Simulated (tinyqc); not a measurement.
Grain-boundary trapping model (Seto) of a polycrystalline semiconductor film. From one set of inputs to another, one input at a time. Computed by tinyqc, a small Python program. Command: `OMP_NUM_THREADS=1 python tinyqc.py 3004004 3004005 out.jsonl poly ladder`. One thread of a shared host (Intel(R) Xeon(R) Processor @ 2.30GHz), about 0.01 s of CPU time with the checks.

Grains of equal size L are joined by thin boundaries with one trap level. Trapped carriers deplete a width W on each side and raise a barrier, crossed by thermionic emission. Dopants are fully ionised, statistics are non-degenerate and mu_g does not depend on T.

The inputs printed are set A. Set A is modelled on polycrystalline ZnO; the values taken over come from a set modelled on polycrystalline silicon. Inputs not listed in the table keep their values of set A, so the rows need not describe a real material.

Inputs (values chosen for the exercise, modelled on polycrystalline ZnO):

| quantity | value | unit |
|---|---|---|
| permittivity eps | 8.3 | - |
| effective mass m | 0.28 | m_0 |
| effective density of states at 300 K, N_c | 3.8e+18 | 1/cm^3 |
| grain size L | 34 | nm |
| trap density Q_t | 2.9e+12 | 1/cm^2 |
| trap level E_t below the band edge | 0.45 | eV |
| doping N | 1.6e+18 | 1/cm^3 |
| temperature T | 350 | K |

Grain interior: neglected.

Constants: k_B = 8.617333262e-05 eV/K; e = 1.602176634e-19 C; eps_0 = 8.8541878128e-12 F/m; m_0 = 9.1093837015e-31 kg; k_B = 1.380649e-23 J/K.

Method. N_c(T) = N_c (T/300 K)^(3/2). Filled traps Q = Q_t/(1 + (1/2) exp((E_t* - E_F)/k_B T)), where E_t* = e V_B - E_t and E_F are counted from the band edge at the grain centre. Partial depletion: Q = 2 N W, V_B = e N W^2/(2 eps eps_0), E_F = k_B T ln(N/N_c); solve for W. If that W would exceed L/2 the grain is fully depleted: W = L/2, Q = N L, and E_F follows from the trap equation. Centre density n_0 = N_c exp(E_F/k_B T). Boundary: sigma_b = L e^2 n_0 exp(-e V_B/k_B T)/sqrt(2 pi m k_B T); rho = 1/sigma_b. Mean carrier density n_av = n_0 [(1 - 2W/L) + (2W/L) (sqrt(pi)/2) erf(y)/y], y = sqrt(e V_B/k_B T); effective mobility 1/(e n_av rho).

Each row keeps all changes above it:

| input moved | from | to | resistivity rho (ohm cm) | barrier V_B (V) | mean carrier density (1/cm^3) |
|---|---|---|---|---|---|
| set A | - | - | 7.2748e-01 | 0.14323 | 1.0933e+18 |
| doping N (1/cm^3) | 1.6e+18 | 4.7e+17 | 1.0355e+04 | 0.14806 | 5.2692e+13 |
| effective mass m (m_0) | 0.28 | 0.31 | 1.0896e+04 | 0.14806 | 5.2692e+13 |
| permittivity eps | 8.3 | 11.7 | 1.0896e+04 | 0.10504 | 1.4923e+13 |
| grain size L (nm) | 34 | 48 | 2.7041e+03 | 0.20935 | 9.6632e+14 |
| trap density Q_t (1/cm^2) | 2.9e+12 | 4.7e+11 | 2.1611e-02 | 0.00909 | 4.6100e+17 |
| trap level E_t below the band edge (eV) | 0.45 | 0.38 | 2.1610e-02 | 0.00909 | 4.6100e+17 |

Resistivity rho goes from 0.727 to 0.0216, a factor 0.0297 in all. The largest single move comes from trap density Q_t (a factor 7.99e-6), and doping N works against it (a factor 14200). Barrier V_B goes from 0.143 to 0.00909, a factor 0.0634 in all. The largest single move comes from trap density Q_t (a factor 0.0434), and grain size L works against it (a factor 1.99). Mean carrier density goes from 1.09e18 to 4.61e17, a factor 0.422 in all. The largest single move comes from doping N (a factor 4.82e-5), and trap density Q_t works against it (a factor 477). The single moves hold for this order of the switches; the total does not depend on the order.

Caution (rows set A): E_F is within 2 k_B T of the band edge, so non-degenerate statistics fail, and tunnelling through so thin a barrier adds to the current. Caution (rows trap density Q_t, trap level E_t below the band edge): e V_B is below 2 k_B T, where the depletion approximation fails and the mean density does not balance the trapped charge. Caution (rows trap density Q_t, trap level E_t below the band edge): the barrier is below 2 k_B T, so scattering inside the grains, left out here, also limits the real mobility.

Extremes, crossings and ranges named in words are read from the listed rows.
